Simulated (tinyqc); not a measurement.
Raman line shape of confined optical phonons and breathing modes of small crystals: one step, computed by the program tinyqc.

Confinement in 2 direction(s) lets phonons with q away from zero scatter light. q is in units of 2 pi/a, from 0 to 1, and the branch is isotropic: omega(q)^2 = (omega_0^2 + omega_X^2)/2 + ((omega_0^2 - omega_X^2)/2) cos(pi q). The model and its constant beta are phenomenological; beta = 8 is the common choice.

Problem. Range of wave vectors. Weight W(q) = q^1 exp(-(2 L q/a)^2/(2 beta)) dq, that is exp(-k^2 L^2/(2 beta pi^2)) for k = 2 pi q/a. Width q_c = a sqrt(2 beta)/(2 L), where the exponential falls to 1/e; curvature of the branch: omega(q) = omega_0 - c q^2, c = pi^2 (omega_0^2 - omega_X^2)/(8 omega_0); for small q_c the mean of q^2 is (number of confined directions) q_c^2/2, and the mean shift is -c times that.

Inputs (values chosen for the exercise, modelled on germanium):

| quantity | value | unit |
|---|---|---|
| bulk frequency omega_0 | 300.9 | 1/cm |
| frequency at the zone boundary omega_X | 233 | 1/cm |
| lattice constant a | 5.658 | angstrom |
| size L | 3.4 | nm |
| confinement constant beta | 8 | - |

Shape: wire.

Give: q_c; curvature c; mean shift, quadratic estimate; omega(q_c) - omega_0.

Solution.

q_c = 0.33282 2 pi/a

curvature c = 148.63 1/cm

mean shift, quadratic estimate = -16.464 1/cm

omega(q_c) - omega_0 = -15.413 1/cm
